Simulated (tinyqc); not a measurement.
Displacements against temperature: thermal displacements in the Debye model: Debye-Waller factors, bond-length spread and the Lindemann rule. Computed by tinyqc, a small Python program. Command: `OMP_NUM_THREADS=1 python tinyqc.py 3028125 3028126 out.jsonl debyewaller walk`. One thread of a shared host (Intel(R) Xeon(R) Processor @ 2.30GHz), about 0.01 s of CPU time with the checks.

A Debye spectrum with three branches of one velocity, cut at k_B Theta; 4 atoms per cube, nearest neighbours at d = 0.707107 a.

Inputs (values chosen for the exercise, modelled on aluminium): atomic mass M = 26.98 u; Debye temperature Theta = 396 K; lattice constant a = 4.05 angstrom; temperature T = 295 K.

Structure: fcc.

reflection (h k l): [2, 0, 0]

Constants: hbar^2/u = 4.18015928e-03 eV angstrom^2; k_B = 8.617333262e-05 eV/K.

Method:
- <u_x^2> = (3 hbar^2/(2 M k_B Theta)) int_0^1 s coth(s Theta/(2T)) ds (64 Gauss-Legendre points); it tends to 3 hbar^2/(4 M k_B Theta) at T = 0 and to 3 hbar^2 T/(M k_B Theta^2) at high T.
- B = 8 pi^2 <u_x^2>.
- G = 2 pi sqrt(h^2 + k^2 + l^2)/a; the intensity is multiplied by exp(-2W), 2W = G^2 <u_x^2>; the loss goes into thermal diffuse scattering.
- Correlated Debye model: sigma^2 = (3 hbar^2/(M k_B Theta)) int_0^1 s coth(s Theta/(2T)) [1 - sin(s q_D R)/(s q_D R)] ds for two atoms at distance R, q_D = (6 pi^2 n)^(1/3), n atoms per volume; uncorrelated motion would give 2 <u_x^2>.
- The correlation is 1 - sigma^2/(2 <u_x^2>); exp(-2W) uses 2W = G^2 <u_x^2>.

|G| = 3.10281 1/angstrom

Displacements (angstrom^2):
```
T (K)    <u_x^2>   classical  sigma^2 at d  sigma^2 at 2d  exp(-2W)
12     0.0034258  4.1275e-04     0.0058638      0.0064954   0.96756
40     0.0036337   0.0013758     0.0059129      0.0066307   0.96562
79     0.0042752   0.0027173     0.0063416      0.0074350   0.95968
140    0.0058101   0.0048155     0.0078677      0.0097411   0.94560
220    0.0082273   0.0075671      0.010611       0.013557   0.92385
320     0.011468    0.011007      0.014459       0.018754   0.89547
480     0.016820    0.016510      0.020940       0.027392   0.85050
710     0.024632    0.024421      0.030487       0.040037   0.78888
870     0.030096    0.029925      0.037189       0.048893   0.74845
```

The classical line is within 5 % from T = 320 K (T/Theta = 0.81) on. The correlation of nearest neighbours grows from 0.14 to 0.38, since thermal motion weights long waves, which move neighbours together, more than zero-point motion does; at 2d it ends at 0.19. The reflection keeps 97 % of its intensity at the lowest T and 75 % at the highest.

Extremes, crossings and ranges named in words are read from the listed rows.
